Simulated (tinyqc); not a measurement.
Hueckel theory of the pi electrons, for the molecule Clc1cccc2c1C=C2 (SMILES; centres numbered as the heavy atoms are written), step by step. One step of it, computed by the program tinyqc.

Question. Orbitals. Diagonalise; E = alpha + x beta with beta < 0, so the largest x are filled first; degenerate levels share their electrons. P = sum n_i c_ri c_si; each orbital has its largest coefficient positive (the first on a tie).

Hueckel matrix in units of beta (H = alpha + beta A), lower triangle:
```
          1Cl        2C        3C        4C        5C        6C        7C        8C
1Cl  2.000000
2C   0.400000  0.000000
3C   0.000000  1.000000  0.000000
4C   0.000000  0.000000  1.000000  0.000000
5C   0.000000  0.000000  0.000000  1.000000  0.000000
6C   0.000000  0.000000  0.000000  0.000000  1.000000  0.000000
7C   0.000000  1.000000  0.000000  0.000000  0.000000  1.000000  0.000000
8C   0.000000  0.000000  0.000000  0.000000  0.000000  0.000000  1.000000  0.000000
9C   0.000000  0.000000  0.000000  0.000000  0.000000  1.000000  0.000000  1.000000

          9C
9C  0.000000
```

pi electrons, sum of z_r less the charge = 10

Give: x values; occupations; coefficients; charge and bond-order matrix P.

Answer.

x values: 2.3996  2.0502  1.4616  1.0464  0.2579  -0.2658  -1.1105  -1.4805  -2.3590

occupations: 2.0000  2.0000  2.0000  2.0000  2.0000  0.0000  0.0000  0.0000  0.0000

coefficients:
```
        MO1      MO2      MO3      MO4      MO5      MO6      MO7      MO8
1Cl  0.3436   0.8951  -0.1483  -0.2192   0.0509   0.0387  -0.0697   0.0310
2C   0.3433   0.1124   0.1996   0.5226  -0.2217  -0.2194   0.5420  -0.2700
3C   0.2291   0.0246   0.5242   0.3005   0.2906  -0.3051  -0.2416   0.5444
4C   0.2064  -0.0620   0.5666  -0.2081   0.2966   0.3005  -0.2738  -0.5360
5C   0.2662  -0.1518   0.3039  -0.5183  -0.2141   0.2253   0.5456   0.2491
6C   0.4324  -0.2492  -0.1223  -0.3342  -0.3518  -0.3603  -0.3321   0.1672
7C   0.4572  -0.1521  -0.1731   0.3340  -0.3681   0.3479  -0.3325  -0.1571
8C   0.3215  -0.1751  -0.3303   0.1611   0.4786   0.4872   0.1592   0.3354
9C   0.3142  -0.2069  -0.3097  -0.1654   0.4915  -0.4774   0.1556  -0.3395

         MO9
1Cl   0.0279
2C   -0.3043
3C    0.2225
4C   -0.2206
5C    0.2979
6C   -0.4821
7C    0.4842
8C   -0.3558
9C    0.3552
```

charge and bond-order matrix P, lower triangle:
```
         1Cl       2C       3C       4C       5C      6C       7C      8C
1Cl   1.9838
2C    0.1263   0.9852
3C   -0.0563   0.5574   1.0053
4C   -0.0159   0.0049   0.7329   0.9976
5C    0.0265  -0.1768  -0.0028   0.5619   1.0016
6C   -0.0018  -0.0013  -0.3478   0.0012   0.7286  0.9990
7C   -0.0906   0.7229   0.0073  -0.3459  -0.0042  0.5494   1.0185
8C   -0.0165   0.0057   0.1674  -0.0030  -0.3484  0.0016   0.2168  0.9962
9C    0.0599  -0.3453  -0.0046   0.1649   0.0028  0.2153  -0.0150  0.8962

        9C
9C  1.0128
```
